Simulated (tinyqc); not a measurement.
Ion-assisted plasma etching: sheath, surface coverage, synergy and aspect-ratio dependence: one step, computed by the program tinyqc. Command: `OMP_NUM_THREADS=1 python tinyqc.py 3023981 3023982 out.jsonl etch walk`. One thread of a shared host (Intel(R) Xeon(R) Processor @ 2.30GHz), about 0.07 s of CPU time with the checks.

Radicals adsorb on bare sites; ions remove covered sites with a high yield and bare sites by sputtering; a slow spontaneous reaction acts everywhere, walls included.

Question. Sheath and ion angles. Debye length lambda_D = sqrt(eps_0 T_e/(e n_s)) with n_s = 0.61 n_e, T_e in volts; Child-law sheath d = (sqrt2/3) lambda_D (2 V/T_e)^(3/4); ion energy E = V + T_e/2; angular spread = arctan(sqrt(T_i/E)).

Inputs (values chosen for the exercise, close to those used for silicon in a halogen plasma):
```
quantity                    value    unit
plasma density n_e        8.6e+09  1/cm^3
electron temperature T_e      3.4      eV
sheath voltage V              440       V
ion temperature T_i           0.7      eV
```

Feature: round hole.

Constants: eps_0 = 8.8541878128e-12 F/m; e = 1.602176634e-19 C.

Give: Debye length; sheath thickness; ion energy E; angular spread.

Answer.

Debye length = 189.25 um

sheath thickness = 5756.9 um

ion energy E = 441.7 eV

angular spread = 2.2797 degrees

Caution: a sheath of several millimetres is collisional at usual pressures, which lowers the ion energy and widens the angles.
